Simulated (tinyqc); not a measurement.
Ellipsoidal valleys in the axes of a wafer and a channel: one step. Device axes and valley axes. Four cases, with inputs chosen for the exercise.

Question. Give the rows x, y, z in cubic components and each valley axis in device components.

Valleys with axes a along [111], [1-1-1], [-11-1] and [-1-11], one whole valley each; inverse mass tensor w = 1/mt + (1/ml - 1/mt) a a. Device axes: z = nz/|nz|, x = nx/|nx|, y = z cross x; in them a = (ax, ay, az). Confinement mass mz = 1/w_zz. In the plane w_ij is replaced by u_ij = w_ij - w_iz w_jz/w_zz (i, j = x, y); density-of-states mass md = 1/sqrt(det u); conductivity mass along x mc = 1/u_xx; ballistic transport mass mx = u_yy/det u, width mass my = 1/u_yy.

Case 1.

Values chosen (near those of the L valleys of GaAs; not measured data): ml = 1.9 m0 (longitudinal mass); mt = 0.076 m0 (transverse mass); nz = (1, 0, 0) (surface normal (confinement)); nx = (0, 1, 1) (channel direction).

Case 2.

Values chosen (near those of the L valleys of Ge; not measured data): ml = 1.575 m0 (longitudinal mass); mt = 0.085 m0 (transverse mass); nz = (1, 0, 0) (surface normal (confinement)); nx = (0, 1, 1) (channel direction).

Case 3.

Values chosen (near those of the L valleys of Ge; not measured data): ml = 1.632 m0 (longitudinal mass); mt = 0.083 m0 (transverse mass); nz = (1, 1, 1) (surface normal (confinement)); nx = (1, -1, 0) (channel direction).

Case 4.

Values chosen (near those of the L valleys of Ge; not measured data): ml = 1.531 m0 (longitudinal mass); mt = 0.084 m0 (transverse mass); nz = (0, 0, 1) (surface normal (confinement)); nx = (1, 1, 0) (channel direction).

Give: device axes; valley axes.

Answer.

Case 1.

device axes, rows x, y, z; columns [100], [010], [001]:
```
[[0.0000, 0.7071, 0.7071],
 [0.0000, -0.7071, 0.7071],
 [1.0000, 0.0000, 0.0000]]
```

valley axes, rows [111], [1-1-1], [-11-1], [-1-11]; columns ax, ay, az:
```
[[0.8165, 0.0000, 0.5774],
 [-0.8165, 0.0000, 0.5774],
 [0.0000, -0.8165, -0.5774],
 [0.0000, 0.8165, -0.5774]]
```

Case 2.

device axes, rows x, y, z; columns [100], [010], [001]:
```
[[0.0000, 0.7071, 0.7071],
 [0.0000, -0.7071, 0.7071],
 [1.0000, 0.0000, 0.0000]]
```

valley axes, rows [111], [1-1-1], [-11-1], [-1-11]; columns ax, ay, az:
```
[[0.8165, 0.0000, 0.5774],
 [-0.8165, 0.0000, 0.5774],
 [0.0000, -0.8165, -0.5774],
 [0.0000, 0.8165, -0.5774]]
```

Case 3.

device axes, rows x, y, z; columns [100], [010], [001]:
```
[[0.7071, -0.7071, 0.0000],
 [0.4082, 0.4082, -0.8165],
 [0.5774, 0.5774, 0.5774]]
```

valley axes, rows [111], [1-1-1], [-11-1], [-1-11]; columns ax, ay, az:
```
[[0.0000, 0.0000, 1.0000],
 [0.8165, 0.4714, -0.3333],
 [-0.8165, 0.4714, -0.3333],
 [0.0000, -0.9428, -0.3333]]
```

Case 4.

device axes, rows x, y, z; columns [100], [010], [001]:
```
[[0.7071, 0.7071, 0.0000],
 [-0.7071, 0.7071, 0.0000],
 [0.0000, 0.0000, 1.0000]]
```

valley axes, rows [111], [1-1-1], [-11-1], [-1-11]; columns ax, ay, az:
```
[[0.8165, 0.0000, 0.5774],
 [0.0000, -0.8165, -0.5774],
 [0.0000, 0.8165, -0.5774],
 [-0.8165, 0.0000, 0.5774]]
```

Computed by tinyqc, one run a case: `OMP_NUM_THREADS=1 python tinyqc.py N N+1 out.jsonl` with N = 1880890, 1880941, 1881207, 1881222; one thread of a shared Intel(R) Xeon(R) Processor @ 2.30GHz, about 0.01 s a run at most.
